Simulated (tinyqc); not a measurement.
The weight eta from points of equal mobility.

Inverse problem. If the mobility depends on E = q (Ndep + eta Ns)/(eps0 eps_r) alone, two points of equal mobility on its falling branch have equal E. Find eta and E.

Inputs (values chosen for the exercise):
- eps_r = 11.8 (relative permittivity of the semiconductor)

Constants: q = 1.602176634e-19 C, eps0 = 8.8541878128e-14 F/cm where lengths are in cm. Results are converted to the units shown.

Ndep at two body biases (cm^-2): [4.7693936e12, 7.6132131e12]
Ns at which the mobility is the same (cm^-2): [2.1e13, 1.2113064e13]

Solution. eta is the ratio of the differences of Ndep and Ns.

eta = 0.320
E = 1.76 MV/cm

Program tinyqc, `OMP_NUM_THREADS=1 python tinyqc.py 2510073 2510074 out.jsonl`; Intel Xeon 2.30GHz, shared host, one thread, about 0.01 s.
